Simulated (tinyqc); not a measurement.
Worked calculation: coherent transport through a tight-binding region between two chains. One step of it, computed by the program tinyqc.

Task: Transmission at E = -0.55 eV. Surface Green function g = (E - i sqrt(4 t^2 - E^2)) / (2 t^2); self-energy tc^2 g on each contact site; G = (E - H - Sigma)^(-1); Gamma = -2 Im Sigma; T = Gamma_L Gamma_R |G_LR|^2; local density of states -Im G_ii / pi.

H of the central region (eV), lower triangle:
```
,1,2,3,4,5,6
1,-0.700000
2,-0.670000,-0.610000
3,0.000000,-0.730000,-0.850000
4,0.000000,0.000000,-1.300000,-0.040000
5,0.000000,0.000000,0.000000,-1.300000,0.700000
6,0.000000,0.000000,0.000000,0.000000,-1.300000,0.690000
```

Leads: semi-infinite chains with site energy 0:
```
parameter,value
lead hopping t (eV),1.020000
coupling to the left lead (eV),1.160000
coupling to the right lead (eV),0.500000
left contact site,1
right contact site,6
```

E = -0.550000 eV

Give: g; G; local density of states; transmission.

Result:

g = -0.264-0.944i 1/eV

G (1/eV), lower triangle:
```
,1,2,3,4,5,6
1,0.291-0.490i
2,0.344-0.182i,-0.606-0.515i
3,-0.295+0.464i,1.104+0.210i,0.180-0.444i
4,-0.125-0.005i,0.085+0.241i,0.108-0.015i,-0.073-0.132i
5,0.246-0.466i,-1.070-0.115i,-0.138+0.437i,0.633-0.036i,0.386-0.452i
6,0.362-0.444i,-1.114-0.352i,-0.241+0.436i,0.681+0.097i,0.508-0.398i,-0.193-0.480i
```

local density of states (1/eV): 0.156  0.164  0.141  0.042  0.144  0.153

transmission = 0.393
